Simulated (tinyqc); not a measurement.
Tersoff bond-order potential: one step, computed by the program tinyqc.

E = (1/2) sum_(i, j != i) [A exp(-lambda r_ij) - b_ij B exp(-mu r_ij)], b_ij = (1 + (beta zeta_ij)^n)^(-1/(2n)), zeta_ij = sum_(k != i, j) g(theta_ijk), g = 1 + c^2/d^2 - c^2/(d^2 + (h - cos theta)^2), with theta at atom i. Only nearest neighbours count (cut-off function 1 for them, 0 beyond).

Task: Unrelaxed vacancy. Each of the four neighbours loses one bond; its three other bonds now have zeta = 2 g, for the direction that starts at it. E_v = -E + 12 x (1/2)(b(3g) - b(2g)) B exp(-mu r), where -E is the pair-like cost.

Inputs (values chosen for the exercise, modelled on germanium):
```
quantity    value        unit
B          423.84          eV
mu         1.7047  1/angstrom
beta      8.5e-07           -
n          0.7531           -
```

zeta = 5078.222

energy per atom of the diamond lattice = -3.918794 eV

bond order b = 0.9891558

bond length = 2.446862 angstrom

Give: b(2g); unrelaxed vacancy energy E_v.

Result:

b(2g) = 0.9920

unrelaxed vacancy energy E_v = 3.808 eV

Stronger back bonds return 0.111 eV, so E_v is 97 % of the cohesive energy.
